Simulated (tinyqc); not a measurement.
Convergence with the mesh: density of states of one tight-binding band of a chain.

E(k) = -2 t cos(2 pi k) - 2 t2 cos(4 pi k); k in fractions of the reciprocal vectors, mesh k_i = j/N with j = 0 .. N-1. Densities are per cell and per spin, so the band holds one state.

Each interval of the mesh is a segment with E linear in k: n = (E - e1)/(e2 - e1), g = 1/(e2 - e1) between its end values.

Gaussian broadening: g(E) = mean over the mesh of exp(-(E - E_k)^2/(2 sigma^2))/(sigma sqrt(2 pi)), n(E) = mean of erfc((E_k - E)/(sigma sqrt 2))/2.

Parameters, chosen for this exercise:
- t = 1.45 eV (nearest hopping)
- t2 = 0.04 eV (second hopping)
- E = 1.87 eV (energy at which the density is wanted)
- sigma = 0.29 eV (Gaussian width)

At the energy E; the plain count is the share of mesh points below E; the reference is the linear method with N = 4000.

Results:

| N | points | g linear | n linear | g Gaussian | n Gaussian | n plain count |
|---|---|---|---|---|---|---|
| 8 | 8 | 0.1269 | 0.7271 | 0.2841 | 0.6917 | 0.6250 |
| 16 | 16 | 0.1414 | 0.7245 | 0.1570 | 0.7205 | 0.6875 |
| 32 | 32 | 0.1529 | 0.7224 | 0.1605 | 0.7243 | 0.7188 |
| 64 | 64 | 0.1600 | 0.7211 | 0.1605 | 0.7243 | 0.7344 |
| 128 | 128 | 0.1562 | 0.7210 | 0.1605 | 0.7243 | 0.7266 |
| 256 | 256 | 0.1544 | 0.7210 | 0.1605 | 0.7243 | 0.7227 |

reference n and g: 0.7210  0.1536

What can be read from this table?

The linear n(E) stays within 0.002 of the reference from N = 32 on. The Gaussian g stays within 1 % of its last value from N = 32 on; it tends to the broadened curve, not the true one. At the last mesh it lies +0.007 1/eV from the reference g and the linear g +0.001. The plain count errs by +0.0017 at the last mesh.

tinyqc: `OMP_NUM_THREADS=1 python tinyqc.py 1682720 1682721 out.jsonl`; about 0.01 s, one thread, shared Intel(R) Xeon(R) Processor @ 2.30GHz.
